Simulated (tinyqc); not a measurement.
From counting error of x without background back to collected charge: Rutherford backscattering from a thin compound film on silicon: kinematics, yields, composition and thickness. Computed by tinyqc, a small Python program. Command: `OMP_NUM_THREADS=1 python tinyqc.py 3011475 3011476 out.jsonl rbs inv`. One thread of a shared host (Intel(R) Xeon(R) Processor @ 2.30GHz), about 0.01 s of CPU time with the checks.

Singly charged helium ions (Z1 = 2, M1 = 4.0026 u) enter at the tilt angle a1 to the normal and leave at a2 = |180 - theta - tilt| in the same plane. The film is A B_x.

Inputs (values chosen for the exercise, modelled on a helium beam on SiGe):
```
quantity,value,unit
beam energy E0,1.8,MeV
scattering angle theta,165,degrees
tilt of the sample,60,degrees
heavy element: Z_A,32,-
heavy element: mass M_A,72.6,u
heavy element: stopping eps_A at 2 MeV,76.7,1e-15 eV cm^2
light element: Z_B,14,-
light element: mass M_B,28.09,u
light element: stopping eps_B at 2 MeV,48.3,1e-15 eV cm^2
"atoms of B per atom of A, x",2.97,-
atomic density of the film,49.5,1/nm^3
film thickness d,120,nm
detector solid angle,2.2,msr
detector resolution (FWHM),12,keV
```

Constants: e^2/(4 pi eps_0) = 14.39964548 eV angstrom; e = 1.602176634e-19 C.

Method:
- Kinematic factor K = [(sqrt(M^2 - M1^2 sin^2 theta) + M1 cos theta)/(M + M1)]^2.
- Surface edges lie at K E0; substrate silicon has M = 28.09 u. Mass resolution at M_A = resolution/(E0 dK/dM).
- Stopping per atom eps(E) = eps(2 MeV) (E/2 MeV)^(-0.4) (a law chosen for the exercise); Bragg rule eps_film = (eps_A + x eps_B)/(1 + x); areal density N d, with 1/nm^2 = 0.1 x 1e15/cm^2.
- Width of the signal of element i: [K_i eps(E0)/cos a1 + eps(K_i E0)/cos a2] N d; depth resolution = resolution x d/width of A; energy lost on the way in = eps(E0) N d/cos a1.
- Rutherford cross section in the laboratory frame: sigma = (Z1 Z e^2/(4 pi eps_0 4E))^2 (4/sin^4 theta) (r + cos theta)^2/r, r = sqrt(1 - (M1 sin theta/M)^2), times the screening factor 1 - 0.049 Z1 Z^(4/3)/E (E in keV); 1 angstrom^2 = 1e8 barn.
- Counts = (charge/e) x solid angle x sigma(E_mean) x areal density of the element/cos a1, E_mean = E0 - half the energy lost on the way in; 1 barn = 1e-24 cm^2. The ratio of areas returns x = (Y_B/Y_A)(sigma_A/sigma_B), with the counting error sqrt(1/Y_A + 1/Y_B).

Problem. A run gave the result below. Find the collected charge, known to lie between 16 and 34 microcoulomb.

counting error of x without background = 0.379733 %

Solution.

Each step takes the trial c = (a f_b - b f_a)/(f_b - f_a), f being the result less the target and a, b, c the logarithms of the listed values; c replaces end b, the old b replaces a if the sign of f changed, and otherwise f_a is halved.

Scan of the range:
```
collected charge (microcoulomb),counting error of x without background (%)
16.0,0.495566
18.1,0.465932
20.6,0.436745
23.3,0.410661
26.4,0.385798
30.0,0.361910
34.0,0.339956
```

False position (Illinois rule, in the logarithm of the input) inside the bracket:
```
step,end a,end b,trial,counting error of x without background (%)
1,26.4000,30.0000,27.2709,0.379588
2,26.4000,27.2709,27.2304,0.379870
3,27.2709,27.2304,27.2500,0.379733
4,27.2304,27.2500,27.2500,0.379733
```

Counting error of x without background falls at every point of a 13-point scan of the range (every second point is shown), so one value fits; it is bracketed by 26.4 and 30.0. The scan shows a pure power law with exponent -0.5000, so scaling from any one row also gives the answer directly. Answer: collected charge = 27.25 microcoulomb.

Caution: the silicon signal of the film merges with that of the substrate, so only the width of A can be read directly. Caution: film and substrate silicon overlap, so Y_B must be separated by a fit.
